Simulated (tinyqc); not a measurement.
Gas flow in a process chamber: flow regimes, conductance, effective pumping speed, pump-down, outgassing and purge. From time to the target back to pump speed S. Computed by tinyqc, a small Python program. Command: `OMP_NUM_THREADS=1 python tinyqc.py 3120183 3120184 out.jsonl pump inv`. One thread of a shared host (Intel(R) Xeon(R) Processor @ 2.30GHz), about 0.01 s of CPU time with the checks.

Ideal gas, isothermal flow, a pump of constant speed at the end of a round pipe; process gas, volume gas and outgassing are given the same properties. 1 sccm = 101325 Pa x 1e-6 m^3/60 s x T/273.15 K.

Inputs (values chosen for the exercise, modelled on nitrogen near room temperature):

| quantity | value | unit |
|---|---|---|
| molar mass M | 28.01 | g/mol |
| molecular diameter | 0.37 | nm |
| temperature T | 350 | K |
| chamber volume V | 5.6 | L |
| wall area | 0.38 | m^2 |
| pipe diameter d | 16 | cm |
| pipe length l | 110 | cm |
| outgassing rate after 1 h | 1.7e-05 | Pa m^3/(s m^2) |
| outgassing exponent n | 1.1 | - |
| target base pressure | 2e-05 | Pa |

Constants: k_B = 1.380649e-23 J/K; u = 1.6605390666e-27 kg.

Method:
- Mean speed c = sqrt(8 k_B T/(pi m)); aperture conductance C_a = c pi d^2/16; molecular pipe C_m = C_a/(1 + 3 l/(4 d)) (Dushman form); viscous pipe C_v = pi d^4 p_mean/(128 eta l); Knudsen interpolation C = C_v + C_m (1 + x)/(1 + 1.24 x), x = d p_mean sqrt(m/(k_B T))/eta.
- Effective speed 1/S_eff = 1/S + 1/C_m; time constant V/S_eff; pressure at which the free path k_B T/(sqrt2 pi d_m^2 p) equals d.
- From the outgassing limit: t = 1 h x (q_1 A/(S_eff p_target))^(1/n) - 10 s; monolayer time at the target = 1e19 m^-2 x 4 k_B T/(p c) for unit sticking.

Problem. A run gave the result below. Find the pump speed S, known to lie between 460 and 770 L/s.

time to the target = 1.241618 h

Solution.

Each step takes the trial c = (a f_b - b f_a)/(f_b - f_a), f being the result less the target and a, b, c the logarithms of the listed values; c replaces end b, the old b replaces a if the sign of f changed, and otherwise f_a is halved.

Scan of the range:

| pump speed S (L/s) | time to the target (h) |
|---|---|
| 460 | 1.41775 |
| 501 | 1.36722 |
| 546 | 1.32033 |
| 595 | 1.27719 |
| 649 | 1.23707 |
| 707 | 1.20069 |
| 770 | 1.16728 |

False position (Illinois rule, in the logarithm of the input) inside the bracket:

| step | end a | end b | trial | time to the target (h) |
|---|---|---|---|---|
| 1 | 595.000 | 649.000 | 642.641 | 1.24145 |
| 2 | 595.000 | 642.641 | 642.180 | 1.24177 |
| 3 | 642.641 | 642.180 | 642.401 | 1.24162 |
| 4 | 642.180 | 642.401 | 642.401 | 1.24162 |

Time to the target falls at every point of a 13-point scan of the range (every second point is shown), so one value fits; it is bracketed by 595 and 649. Answer: pump speed S = 642.4 L/s.
